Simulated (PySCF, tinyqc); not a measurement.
Starting guesses with DIIS over 6 matrices: SCF starting guesses in the 6-31g basis, for H4, spin multiplicity 1. Computed by the program tinyqc with PySCF. 

Geometry (angstrom):
```
atom,x,y,z
H,0.0000,0.0000,0.0000
H,0.0000,0.0000,1.3440
H,0.0000,2.2260,0.0000
H,0.0000,2.2260,1.3440
```

lowest restricted solution found by these runs and by PySCF = -2.040807 hartree

RHF with one setting changed at a time; a run stops when the energy changes by less than 1e-09 hartree and the error matrix is below 1e-5. Starts: the lowest orbitals of the core Hamiltonian, of the Wolfsberg-Helmholz matrix (K = 1.75), projected atomic densities, random orbitals, and the highest orbitals of the core Hamiltonian (a deliberately bad start).

Largest element of the error matrix X^T (FDS - SDF) X:
```
iteration,core,Wolfsberg-Helmholz,atomic densities,random,highest core orbitals
1,1.2e-01,6.6e-02,1.4e-01,4.7e-01,1.2e-01
2,1.9e-02,9.0e-03,2.9e-03,1.4e-01,4.3e-02
3,2.4e-04,1.5e-04,5.1e-04,3.9e-02,6.9e-03
4,4.6e-06,1.6e-06,2.5e-06,6.6e-03,2.6e-05
5,1.8e-06,6.5e-07,2.9e-09,5.4e-04,6.0e-07
6,-,-,-,1.7e-04,2.6e-07
8,-,-,-,3.2e-06,-
```

How each run ends:
```
run,iterations,E (hartree),state
core,5,-2.04081,lowest found
Wolfsberg-Helmholz,5,-2.04081,lowest found
atomic densities,5,-2.04081,lowest found
random,9,-2.04081,lowest found
highest core orbitals,6,-2.04081,lowest found
```

5 of 5 runs reach the lowest restricted solution found, in 5 to 9 iterations (fastest: core, Wolfsberg-Helmholz, atomic densities). The first errors are 1e-01, 7e-02, 1e-01, 5e-01, 1e-01. The restricted reference is unstable here: a spin-polarised solution lies 0.0197 hartree lower (PySCF), so results built on it describe a poor reference.
